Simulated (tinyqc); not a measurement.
How errors in the targets pass to the parameters: fitting sp3s* parameters to three gaps by Newton steps.

J:
```
,Vss,Vxapc,Vpaxc
Gamma,-0.91574,0.00000,0.00000
X,0.00000,-0.85345,0.00000
L,-0.24275,-0.23423,-0.12729
```

The gaps at Gamma, X and L of an sp3s* model are fitted with Vss, Vxapc and Vpaxc; J holds the derivatives of the gaps by these parameters at the start. The change of each parameter for +10 meV on one target is 10 J^-1, in meV.

Shifts (meV):
```
target raised,Vss,Vxapc,Vpaxc
Gamma,-10.9,0.0,20.8
X,0.0,-11.7,21.6
L,0.0,0.0,-78.6
```

root sum of squares (meV): Vss 10.9, Vxapc 11.7, Vpaxc 84.1

Independent errors of 10 meV leave Vpaxc least certain (84 meV) and Vss best fixed (10.9 meV). The largest single entry, 79 meV, comes from the target at L.

Computed by tinyqc, a small Python program: `OMP_NUM_THREADS=1 python tinyqc.py 1451553 1451554 out.jsonl` (the numbers bound the seed that draws the inputs); one thread of a shared host (Intel(R) Xeon(R) Processor @ 2.30GHz), about 0.3 s for the whole set of steps.
